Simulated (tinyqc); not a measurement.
Inside a calculation. Method: plane-wave Kohn-Sham cycle with exchange-only LDA in a layered model solid. One step of it, computed by the program tinyqc.

Task: Iteration 2: Hamiltonian at one k. H(m,m') = (k + G_m)^2/2 delta + V(G_m - G_m'), with V(-G) = V(G).

A solid whose potential varies along x alone (atomic units):
```
parameter                      value
period a                    6.300000
cross-section of the cell  40.000000
electrons per cell                 2
grid points                       16
plane waves -n..n, n               3
k points                           3
V1 in V1 cos(2 pi x/a)     -0.800000
```

V(G_m), m = 0, 1, 2, ... (hartree): [-0.194260, -0.392061, -0.002420, -0.000412, 0.000049, 0.000021, 0.000000]

k = 0.000000 2 pi / a

Give: H.

Result:

H (hartree), order -3, -2, -1, +0, +1, +2, +3:
```
[[4.2818, -0.3921, -0.0024, -0.0004, 0.0000, 0.0000, 0.0000],
 [-0.3921, 1.7951, -0.3921, -0.0024, -0.0004, 0.0000, 0.0000],
 [-0.0024, -0.3921, 0.3031, -0.3921, -0.0024, -0.0004, 0.0000],
 [-0.0004, -0.0024, -0.3921, -0.1943, -0.3921, -0.0024, -0.0004],
 [0.0000, -0.0004, -0.0024, -0.3921, 0.3031, -0.3921, -0.0024],
 [0.0000, 0.0000, -0.0004, -0.0024, -0.3921, 1.7951, -0.3921],
 [0.0000, 0.0000, 0.0000, -0.0004, -0.0024, -0.3921, 4.2818]]
```
